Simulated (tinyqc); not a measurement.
Mesh size and shift: special k points of the square lattice.

Lattice vectors in units of a: a1 = (1, 0), a2 = (0, 1); reciprocal vectors b_i with a_i . b_j = 2 pi delta_ij. Mesh: k = sum_i f_i b_i with f_i = (2 j_i + shift)/(2 N), j_i = 0 .. N-1. The point group of the lattice has 8 operations; only those that map the mesh onto itself are used.

A_m(k) = sum over the m-th star of lattice vectors R of cos(k . R), stars in order of length: m = 1: |R|^2 = 1, 4 vectors, such as (1, 0) in the basis a_i; m = 2: |R|^2 = 2, 4 vectors, such as (1, 1) in the basis a_i; m = 3: |R|^2 = 4, 4 vectors, such as (2, 0) in the basis a_i; m = 4: |R|^2 = 5, 8 vectors, such as (2, 1) in the basis a_i; m = 5: |R|^2 = 8, 4 vectors, such as (2, 2) in the basis a_i; m = 6: |R|^2 = 9, 4 vectors, such as (3, 0) in the basis a_i. The zone mean of every A_m is zero.

Test function, the lower band of a two-band insulator: E(k) = -sqrt(D^2 + (e0 - t A_1(k))^2).
Values chosen for the exercise: D = 2 eV (half gap term); t = 0.57 eV (coupling); e0 = 0.92 eV (offset).

Errors of the mean of E against the unshifted mesh with N = 96. The fifth column is |R|^2 of the shortest star with a non-zero mean.

Meshes:

| mesh | points | irreducible | operations | \|R\|^2 missed | error (meV) |
|---|---|---|---|---|---|
| 2 Gamma | 4 | 3 | 8 | 4.00 | -213.947 |
| 2 shifted | 4 | 1 | 8 | 4.00 | 233.373 |
| 3 Gamma | 9 | 3 | 8 | 9.00 | -12.377 |
| 3 shifted | 9 | 3 | 8 | 9.00 | 12.838 |
| 4 Gamma | 16 | 6 | 8 | 16.00 | 1.462 |
| 4 shifted | 16 | 3 | 8 | 16.00 | -1.693 |
| 5 Gamma | 25 | 6 | 8 | 25.00 | 0.206 |
| 5 shifted | 25 | 6 | 8 | 25.00 | -0.167 |
| 6 Gamma | 36 | 10 | 8 | 36.00 | -0.036 |
| 6 shifted | 36 | 6 | 8 | 36.00 | 0.031 |
| 8 Gamma | 64 | 15 | 8 | >49 | 0.002 |
| 8 shifted | 64 | 10 | 8 | >49 | -0.002 |
| 10 Gamma | 100 | 21 | 8 | >49 | 0.000 |
| 10 shifted | 100 | 15 | 8 | >49 | 0.000 |

reference mean = -2.43483 eV

What does the comparison show, and why?

The shifted mesh has the smaller error for 2 of 7 values of N and the larger for 3; the rest agree at the printed digits. The cheapest mesh within 1 meV is 5 Gamma, 5 shifted and 6 shifted, with 6 irreducible points. A mesh misses the lattice vectors N (n1 a1 + n2 a2 + ...); the half shift gives each the sign (-1)^(n1 + n2 + ...), so the 4 shortest ones add up to -4 in place of 4: their term only changes sign. The shift keeps the full symmetry; it leaves fewer irreducible points for N = 2, 4, 6, 8 and 10.

(tinyqc, `OMP_NUM_THREADS=1 python tinyqc.py 1651130 1651131 out.jsonl`, Intel(R) Xeon(R) Processor @ 2.30GHz, 1 thread, shared host, about 0.08 s.)
